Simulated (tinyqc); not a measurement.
Inside a calculation. Method: one-electron ion in a basis of Gaussians. One step of it, computed by the program tinyqc.

Question. Generalised eigenproblem. Solve H C = S C e through S^(-1/2); each column has its largest component positive (the first on a tie).

H = T + V (hartree):
```
           1          2          3          4          5
1  -6.200869  -6.748456  -7.115933  -6.946085  -6.254937
2  -6.748456  -6.682932  -6.830165  -8.233308  -9.173502
3  -7.115933  -6.830165  -2.476401  -0.861821  -5.180331
4  -6.946085  -8.233308  -0.861821  16.927082  24.222784
5  -6.254937  -9.173502  -5.180331  24.222784  80.215116
```

S:
```
          1         2         3         4         5
1  1.000000  0.853487  0.560960  0.315726  0.165049
2  0.853487  1.000000  0.853587  0.560940  0.315755
3  0.560960  0.853587  1.000000  0.853469  0.560873
4  0.315726  0.560940  0.853469  1.000000  0.853526
5  0.165049  0.315755  0.560873  0.853526  1.000000
```

Give: eigenvalues of S; eigenvalues; coefficients.

Answer.

eigenvalues of S: 0.0103  0.0640  0.3091  1.2100  3.4066

eigenvalues (hartree): -7.9702  1.5718  22.8529  86.2711  267.3071

coefficients:
```
        1        2        3        4        5
1  0.5298  -1.9679  -1.5702   0.8802  -0.4812
2  0.2937   2.0387   3.8520  -2.8737   1.6597
3  0.2293  -0.3416  -3.1112   4.5533  -3.3207
4  0.0303   0.2047   0.6013  -3.2261   4.3893
5  0.0430   0.0018  -0.1995   0.3474  -2.7319
```

For Z = 4 and l = 0 the exact lowest level is -Z^2/(2 n^2) with n = l + 1: -8.000000 hartree.
